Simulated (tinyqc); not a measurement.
# Potential-pH (Pourbaix) lines of a metal, its cation, its oxide and an oxyanion, with a complexing ligand, step by step

A worked calculation. Computed by tinyqc, a small Python program that keeps every step. Command: `OMP_NUM_THREADS=1 python tinyqc.py 3010892 3010893 out.jsonl pourb walk`. One thread of a shared host (Intel(R) Xeon(R) Processor @ 2.30GHz), about 0.02 s of CPU time with the checks. Intermediate numbers are printed to about 6 digits and carried at full precision; extremes and crossings named in words are read from the listed rows.

Potentials are against the standard hydrogen electrode; solids and water have unit activity; dG_f of M, H+ and the electron is zero; F = e N_A and s = R T ln(10)/F. The cation carries z = 2.

Inputs (values chosen for the exercise, for a model metal):
```
quantity,value,unit
dG_f of the cation,-83.17,kJ/mol
dG_f of the oxide,-264.19,kJ/mol
dG_f of the oxyanion,-325.48,kJ/mol
dG_f of water,-237.14,kJ/mol
temperature T,298.15,K
log10 of the dissolved activity a,-6,-
pH,12,-
potential E,-0.41,V
log10 of the stability constant beta of ML,6.7,-
pKa of HL,7,-
total ligand c_L,0.059,mol/L
limiting current density i_L,0.00079,A/cm^2
molar volume V_m,7.09,cm^3/mol
```

Species: M, M2+, MO, MO2(2-).

exchange current densities, metal and cathodic (A/cm^2): [1.9e-07, 6e-10]

Tafel slopes, anodic and cathodic (mV/decade): [90, 95]

Constants: R = 8.314462618 J/(mol K); e = 1.602176634e-19 C; N_A = 6.02214076e+23 1/mol.

## Standard potentials

M2+ + 2e = M; MO + 2H+ + 2e = M + H2O; MO2(2-) + 4H+ + 2e = M + 2H2O. For each, E0 = -dG/(z F), and E = E0 + (s/z) log10 a - (s n_H/z) pH, with no activity term for the oxide.

s = 0.0591593 V

E0 (V): cation -0.430998, oxide -0.140177, oxyanion 0.771102

The metal is less noble than hydrogen.

## Vertical lines

Two oxidised species coexist where their lines against the metal cross: pH1 (cation/oxide) = [E0(oxide) - E0(cation)]/s - (log10 a)/z; pH2 (oxide/oxyanion) = {[E0(oxyanion) - E0(oxide)]/s + (log10 a)/z}/(4/z - 1).

pH1 = 7.91590

pH2 = 12.4038

width of the oxide field, pH2 - pH1 = 4.48789

The oxide is stable from pH 7.92 to 12.40; each decade less of dissolved metal narrows this field by 1.00 pH units.

## The stable species at (pH, E)

The metal is stable below the lowest of the three lines; above it, the species of the lowest line is stable. Water lines at 1 bar: hydrogen E = -s pH, oxygen E = -dG_f(water)/(2F) - s pH.

lines at this pH (V): cation -0.608476, oxide -0.850089, oxyanion -0.826201

upper limit of immunity = -0.850089 V

hydrogen line = -0.709912 V

oxygen line = 0.518979 V

E above the limit of immunity = 0.440089 V

Stable here: the oxide (passivity, if the film is dense). Water itself can oxidise the metal at this pH. Caution: other oxidation states, hydroxides and hydrides are left out, and the lines say nothing of rates.

## A complexing ligand

The free ligand is c_L/(1 + 10^(pKa - pH)) (ligand in excess); dissolved metal is a in all, so the free cation is a/alpha, alpha = 1 + beta [L]; the cation line drops by (s/z) log10 alpha.

free ligand = 0.0589994 mol/L

log10 alpha = 5.47085

cation line with ligand = -0.770302 V

that line less the oxide line = 0.0797868 V

The oxide still lies below the complexed cation at this pH.

## Mixed potential with oxygen reduction

Anodic i = i0a 10^((E - E_a)/b_a) with E_a the cation line with ligand; cathodic i = i0c 10^((E_c - E)/b_c) with E_c the oxygen line; supply caps the cathodic current, 1/i_c = 1/i(Tafel) + 1/i_L. E_corr makes the two currents equal. Without the cap it would be [b_c E_a + b_a E_c + b_a b_c log10(i0c/i0a)]/(b_a + b_c). Rate = i V_m/(z F). Films are left out.

E_corr without the cap = -0.258653 V

corrosion potential E_corr = -0.444607 V

corrosion current density = 7.89925e-04 A/cm^2

i/i_L = 0.999905

etch rate = 17.4137 nm/min

The current sits at the supply limit: stirring or more oxidant, not the ligand, sets the rate. Caution: at this pH the oxide, not the cation, is the stable product, and a film would cut the rate.

## The diagram with and without ligand

The formulas are those given above.

Lines against the metal (V); the species with the lowest line is stable above it:
```
pH,cation,oxide,oxyanion,stable above,cation with ligand,"stable above, ligand"
0,-0.608476,-0.140177,0.59362,cation,-0.608851,dissolved
2,-0.608476,-0.258495,0.35699,cation,-0.626146,dissolved
4,-0.608476,-0.376814,0.12035,cation,-0.681594,dissolved
5,-0.608476,-0.435973,0.00203,cation,-0.711019,dissolved
6,-0.608476,-0.495133,-0.11629,cation,-0.739499,dissolved
7,-0.608476,-0.554292,-0.23461,cation,-0.761398,dissolved
8,-0.608476,-0.613452,-0.35293,oxide,-0.769078,dissolved
9,-0.608476,-0.672611,-0.47124,oxide,-0.770174,dissolved
10,-0.608476,-0.731770,-0.58956,oxide,-0.770289,dissolved
12,-0.608476,-0.850089,-0.82620,oxide,-0.770302,oxide
14,-0.608476,-0.968408,-1.06284,oxyanion,-0.770302,oxyanion
```

Without ligand the oxide holds 4 of the eleven rows (pH 8 to 12), with it 1 (pH 12). The ligand acts once beta [L] exceeds 1, from pH = pKa - log10(beta c_L) = 1.5 on; its line then falls by at most s/z per pH unit and flattens beyond pKa, 0.162 V below the free cation at most. The oxide line falls faster, by s per pH unit, so the oxide takes over again at higher pH.

Checks made by the program: the lines cross at pH1 and pH2 (relative difference below 1e-10).
